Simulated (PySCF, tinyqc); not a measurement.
Starting guesses with plain Roothaan steps: SCF starting guesses in the 6-31g basis, for H2, spin multiplicity 1. Computed by the program tinyqc with PySCF. 

Geometry (angstrom):
```
atom       x       y       z
H     0.0000  0.0000  0.0000
H     0.0000  0.0000  1.4660
```

lowest restricted solution found by these runs and by PySCF = -1.003814 hartree

RHF with one setting changed at a time; a run stops when the energy changes by less than 1e-09 hartree and the error matrix is below 1e-5. Starts: the lowest orbitals of the core Hamiltonian, of the Wolfsberg-Helmholz matrix (K = 1.75), projected atomic densities, random orbitals, and the highest orbitals of the core Hamiltonian (a deliberately bad start).

Largest element of the error matrix X^T (FDS - SDF) X:
```
iteration     core  Wolfsberg-Helmholz  atomic densities   random  highest core orbitals
1          1.0e-01             4.7e-02           1.5e-01  7.8e-02                1.1e-01
2          1.7e-02             7.6e-03           2.3e-04  1.8e-02                7.4e-02
3          2.7e-03             1.2e-03           3.7e-05  3.5e-03                1.2e-02
4          4.3e-04             2.0e-04           5.9e-06  7.8e-04                1.9e-03
5          6.9e-05             3.2e-05           9.5e-07  1.8e-04                3.1e-04
6          1.1e-05             5.1e-06                 -  4.1e-05                5.0e-05
8                -                   -                 -  2.1e-06                1.3e-06
```

How each run ends:
```
run                    iterations  E (hartree)         state
core                            7     -1.00381  lowest found
Wolfsberg-Helmholz              7     -1.00381  lowest found
atomic densities                5     -1.00381  lowest found
random                          8     -1.00381  lowest found
highest core orbitals           8     -1.00381  lowest found
```

5 of 5 runs reach the lowest restricted solution found, in 5 to 8 iterations (fastest: atomic densities). The first errors are 1e-01, 5e-02, 1e-01, 8e-02, 1e-01. The restricted reference is unstable here: a spin-polarised solution lies 0.0175 hartree lower (PySCF), so results built on it describe a poor reference.
